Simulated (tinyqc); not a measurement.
## CMOS inverter, nodal equation and switching: effect of the temperature

An n-channel pull-down (bn, VTn) and a p-channel pull-up (bp, VTp) share the input Vin and the output node Vout, which carries the load C. Transistor (EKV form, voltages against the body): I = 2 n b Vt^2 [F(vp - Vs) - F(vp - Vd)] from drain to source, F(v) = ln^2(1 + exp(v/(2 Vt))), vp = (Vg - VT + sg |Vd - Vs|)/n. n-channel bodies are at 0; for the p-channel device all voltages are counted down from Vdd. b in uA/V^2 gives I in uA. Static: In = Ip. Transient: C dVout/dt = Ip - In. No velocity saturation, no gate capacitance beyond C.

VM solves In = Ip with Vin = Vout; VIL and VIH are the inputs of gain -1, NML = VIL - Vout(VIH), NMH = Vout(VIL) - VIH. For a step input the delay to Vdd/2 is tHL = C times the integral of dV/(In - Ip) from Vdd/2 to Vdd at Vin = Vdd, and tLH likewise with Ip - In from 0 to Vdd/2 at Vin = 0. Thresholds, gain factors and n are held fixed.

Inputs (values chosen for the exercise): supply voltage Vdd = 0.8 V; slope factor n = 1.35; drain-induced barrier lowering sg = 0.037; n-channel threshold VTn = 0.27 V; p-channel threshold (magnitude) VTp = 0.45 V; gain factor of the pull-down transistor bn = 260 uA/V^2; gain factor of the pull-up transistor bp = 340 uA/V^2; load capacitance C = 0.52 fF.

Constants: q = 1.602176634e-19 C, kB = 1.380649e-23 J/K, Vt = kB T/q. Results are converted to the units shown.

Effect of the temperature:
```
T (K)	VM (V)	gain at VM	NML (V)	NMH (V)	tHL (ps)	tLH (ps)
220	0.3193	-27.03	0.2625	0.4295	7.087	11.93
250	0.3199	-27.03	0.2594	0.4252	7.088	11.92
280	0.3204	-27.02	0.2562	0.4208	7.089	11.91
310	0.3210	-27.01	0.2530	0.4164	7.090	11.90
340	0.3216	-26.98	0.2497	0.4119	7.091	11.88
370	0.3223	-26.92	0.2464	0.4074	7.091	11.86
400	0.3229	-26.81	0.2432	0.4028	7.091	11.82
430	0.3235	-26.64	0.2399	0.3983	7.090	11.78
```

What does the table show?

As T goes from 220 to 430 K, VM rises from 0.319 to 0.323 V, the size of the gain falls from 27.0 to 26.6, tHL stays near 7.09 ps and tLH falls from 11.9 to 11.8 ps. The smaller margin is largest, 0.262 V, at T = 220 K among the rows. In every row the overdrive passes 0.5 V, where velocity saturation, left out here, would lengthen the delays of short devices.

tinyqc, about 0.04 s, one thread, Intel Xeon 2.30GHz (shared host): `OMP_NUM_THREADS=1 python tinyqc.py 2340120 2340121 out.jsonl`
